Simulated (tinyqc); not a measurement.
Charge stability of a double quantum dot, constant-interaction model with a charge sensor: two steps of the calculation.

Capacitance matrix C = [[C1, -Cm], [-Cm, C2]], C1 = G1 + X1 + Cm + L1, C2 = G2 + X2 + Cm + L2. Gate charges n1 = (G1 V1 + X1 V2)/q, n2 = (X2 V1 + G2 V2)/q. The state (N1, N2) has U = (1/2) d^T E d with d = (N1 - n1, N2 - n2) and E = q^2 C^(-1). Leads at 0 V; no tunnel coupling, spin or level spacing. The sensor reads s1 <N1> + s2 <N2>.

Parameters, values chosen for the exercise:
```
symbol  value  unit                    meaning
G1        4.2    aF            gate 1 to dot 1
G2        3.9    aF            gate 2 to dot 2
X1       0.62    aF            gate 2 to dot 1
X2        1.1    aF            gate 1 to dot 2
Cm        1.4    aF           between the dots
L1         22    aF  dot 1 to leads and ground
L2         10    aF  dot 2 to leads and ground
V1       10.1    mV          voltage of gate 1
V2         18    mV          voltage of gate 2
```

Constants: q = 1.602176634e-19 C. Results are converted to the units shown.

Problem 1. Charging energies and lever arms. E = q^2 C^(-1) holds EC1, EC2 on the diagonal and ECm off it; the lever arms are A = C^(-1) [[G1, X1], [X2, G2]] (row: dot, column: gate).

Give: C; E; lever arms; gate charges.

Solution 1.

C (aF):
```
       1     2
1  28.22  -1.4
2   -1.4  16.4
```

E (meV):
```
        1       2
1  5.7016  0.4867
2  0.4867  9.8109
```

lever arms (eV/V):
```
         1        2
1  0.15281  0.03391
2  0.08012  0.24070
```

gate charges: n1 0.33442, n2 0.50750

ECm is 6.51 % of the geometric mean of EC1 and EC2.

Problem 2. Triple points. The states (0,0), (1,0), (0,1) meet where E n = (EC1/2, EC2/2), and (1,1), (1,0), (0,1) where E n = (EC1/2 + ECm, EC2/2 + ECm); the gate voltages follow from n.

E (meV):
```
           1          2
1  5.7015972  0.4867217
2  0.4867217  9.8109191
```

Find: gate charges; gate voltages; distance between the points.

Solution 2.

gate charges:
```
                    n1      n2
electron point  0.4593  0.4772
hole point      0.5407  0.5228
```

gate voltages (mV):
```
                   V1     V2
electron point  15.26  15.30
hole point      18.22  16.34
```

distance between the points = 3.132 mV

The line between the two points is the (1,0)-(0,1) transition, where an electron moves from dot to dot.

Program tinyqc, `OMP_NUM_THREADS=1 python tinyqc.py 2470045 2470046 out.jsonl`; Intel Xeon 2.30GHz, shared host, one thread, about 0.01 s.
